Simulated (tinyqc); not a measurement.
Debye-Callaway model of lattice thermal conductivity. From kappa back to effective Grueneisen parameter gamma. Computed by tinyqc, a small Python program. Command: `OMP_NUM_THREADS=1 python tinyqc.py 3019430 3019431 out.jsonl callaway inv`. One thread of a shared host (Intel(R) Xeon(R) Processor @ 2.30GHz), about 0.04 s of CPU time with the checks.

Three acoustic branches with one velocity v, cut at omega_D = k_B Theta/hbar; x = hbar omega/(k_B T). v and Theta are separate inputs: Theta cuts off the heat-carrying modes, so C need not reach 3 k_B/V. gamma is an effective value that sets the umklapp rate.

Inputs (values chosen for the exercise, modelled on sodium chloride):
```
quantity                      value        unit
sound velocity v               2830         m/s
Debye temperature Theta         295           K
volume per atom V              22.4  angstrom^3
mean atomic mass M             29.2           u
umklapp exponent divisor b        2           -
vacancy fraction n_v        3.7e-06           -
Casimir length L               1300  micrometre
temperature T                    20           K
```

Sample: crystal. Point defects: vacancies. Normal processes: left out.

Constants: k_B = 1.380649e-23 J/K; hbar = 1.054571817e-34 J s; u = 1.6605390666e-27 kg.

Method:
- A vacancy counts as a mass defect Delta M/M = -3 (the missing mass and twice its bonds), so Gamma = 9 n_v. A = V Gamma/(4 pi v^3).
- Rates: point defects A omega^4; umklapp B omega^2 T exp(-Theta/(b T)) with B = hbar gamma^2/(M v^2 Theta). Boundaries: v/L.
- kappa_1 = c int tau_C g dx, g = x^4 e^x/(e^x - 1)^2, c = (k_B/(2 pi^2 v)) (k_B T/hbar)^3, over 0 < x < min(Theta/T, 40), by 96 Gauss-Legendre points in s with x = x_max s^2; tau_C = tau_R, the inverse of the summed rates, and kappa = kappa_1.
- Heat capacity C = 3 c int g dx / v^2; grey free path 3 kappa/(C v); the median free path v tau_C halves kappa_1 when the quadrature points are ordered by free path (each counted at half its weight, interpolated in the logarithm); likewise at 10 % and 90 %.

Problem. A run gave the result below. Find the effective Grueneisen parameter gamma, known to lie between 1.4 and 5.4.

kappa = 5360.785 W/(m K)

Solution.

Each step takes the trial c = (a f_b - b f_a)/(f_b - f_a), f being the result less the target and a, b, c the logarithms of the listed values; c replaces end b, the old b replaces a if the sign of f changed, and otherwise f_a is halved.

Scan of the range:
```
effective Grueneisen parameter gamma  kappa (W/(m K))
1.40                                          6786.94
1.75                                          6434.28
2.20                                          5942.82
2.75                                          5329.95
3.44                                          4601.45
4.31                                          3801.95
5.40                                          3005.14
```

False position (Illinois rule, in the logarithm of the input) inside the bracket:
```
step    end a    end b    trial  kappa (W/(m K))
1     2.20000  2.75000  2.71929          5363.77
2     2.75000  2.71929  2.72199          5360.80
3     2.75000  2.72199  2.72201          5360.77
4     2.72199  2.72201  2.72200          5360.78
```

Kappa falls at every point of a 13-point scan of the range (every second point is shown), so one value fits; it is bracketed by 2.20 and 2.75. Answer: effective Grueneisen parameter gamma = 2.722.
